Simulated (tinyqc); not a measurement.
# Changing the doping N

Model: carrier lifetime from Shockley-Read-Hall, radiative, Auger and surface recombination. Computed by tinyqc, a small Python program. Command: `OMP_NUM_THREADS=1 python tinyqc.py 3021385 3021386 out.jsonl lifetime sweep`. One thread of a shared host (Intel(R) Xeon(R) Processor @ 2.30GHz), about 0.02 s of CPU time with the checks.

Energies are counted from the top of the valence band. Boltzmann statistics, full ionisation, and equal excess densities of electrons and holes.

Inputs (values chosen for the exercise, with bands modelled on CdTe): gap E_g = 1.53 eV; electron mass m_e = 0.0959 m_0; valleys M_c = 1; hole mass m_h = 0.628 m_0; temperature T = 350 K; trap level E_t = 0.988 eV; trap density N_t = 2.7e+13 cm^-3; electron cross-section sigma_n = 9.5e-14 cm^2; hole cross-section sigma_p = 7.5e-17 cm^2; radiative coefficient B = 3.8e-11 cm^3/s; Auger coefficient C_n = 5.7e-32 cm^6/s; Auger coefficient C_p = 4.7e-30 cm^6/s; excess density dn = 6.2e+16 cm^-3; generation rate G = 1.5e+21 cm^-3 s^-1; diffusion coefficient D = 13 cm^2/s.

Doping: n-type. Surface term: none.

Constants: m_0 = 9.1093837015e-31 kg; k_B = 1.380649e-23 J/K; h = 6.62607015e-34 J s; k_B = 8.617333262e-05 eV/K.

Method:
- N_c = 2 M_c (2 pi m_e k_B T/h^2)^(3/2) and N_v = 2 (2 pi m_h k_B T/h^2)^(3/2), masses in units of m_0.
- n_i = sqrt(N_c N_v) exp(-E_g/2 k_B T); majority density N/2 + sqrt(N^2/4 + n_i^2), minority density n_i^2 over it.
- v = sqrt(3 k_B T/m) with m_e or m_h; tau_n0 = 1/(sigma_n v_n N_t), tau_p0 = 1/(sigma_p v_p N_t); n1 = N_c exp(-(E_g - E_t)/k_B T), p1 = N_v exp(-E_t/k_B T).
- With n = n_0 + dn, p = p_0 + dn and U/dn = 1/tau: (n p - n_i^2)/dn = n_0 + p_0 + dn = s; 1/tau_SRH = s/[tau_p0 (n + n1) + tau_n0 (p + p1)]; 1/tau_rad = B s; 1/tau_Aug = (C_n n + C_p p) s; the rates add.
- Radiative efficiency = tau_eff/tau_rad; effective diffusion length = sqrt(D tau_eff).
- dn solves dn/tau_eff(dn) = G (60 bisections in ln dn between 1e-2 and 1e22 cm^-3); the splitting of the quasi-Fermi levels is k_B T ln(n p/n_i^2).

One run for each value; columns: (1) doping N (cm^-3); (2) effective lifetime at dn (s); (3) tau_SRH at dn (s); (4) tau_rad at dn (s); (5) tau_Aug at dn (s); (6) quasi-Fermi splitting under G (eV):
```
(1)              (2)         (3)         (4)         (5)     (6)
1.00e+14  4.1488e-07  3.1031e-05  4.2376e-07  5.4598e-05  1.1389
4.00e+14  4.1291e-07  3.1031e-05  4.2173e-07  5.4332e-05  1.1390
2.00e+15  4.0272e-07  3.1031e-05  4.1118e-07  5.2957e-05  1.1395
7.00e+15  3.7389e-07  3.1030e-05  3.8139e-07  4.9073e-05  1.1406
3.00e+16  2.8125e-07  3.1028e-05  2.8604e-07  3.6642e-05  1.1421
1.00e+17  1.6034e-07  3.1025e-05  1.6244e-07  2.0533e-05  1.1427
6.00e+17  3.9361e-08  3.1022e-05  3.9752e-08  4.5895e-06  1.1429
2.00e+18  1.2621e-08  3.1022e-05  1.2762e-08  1.1859e-06  1.1428
1.00e+19  2.5569e-09  3.1022e-05  2.6154e-09  1.1490e-07  1.1425
```

Over the rows, effective lifetime at dn (s) falls from 4.15e-7 to 2.56e-9 (exponent d ln y / d ln x -0.0034 between the first rows and -0.99 between the last); tau_SRH at dn (s) falls from 3.1031e-5 to 3.1022e-5; tau_rad at dn (s) falls from 4.24e-7 to 2.62e-9 (exponent d ln y / d ln x -0.0035 between the first rows and -0.98 between the last). At the high end the exponent of effective lifetime at dn is -0.99, close to -1: the exponent of radiative recombination at low injection, tau = 1/(B N), and of SRH recombination limited by re-emission.

Caution (rows 1.00e14): the trap density is not small against the doping, so trapped charge breaks the equality of the excess densities. Caution (rows 1.00e14, 4.00e14, 2.00e15, 7.00e15, 3.00e16, 1.00e17): beyond low injection D should be the ambipolar coefficient. Caution (rows 6.00e17, 2.00e18, 1.00e19): the doping is near the effective density of states, where Boltzmann statistics fail and the gap narrows.
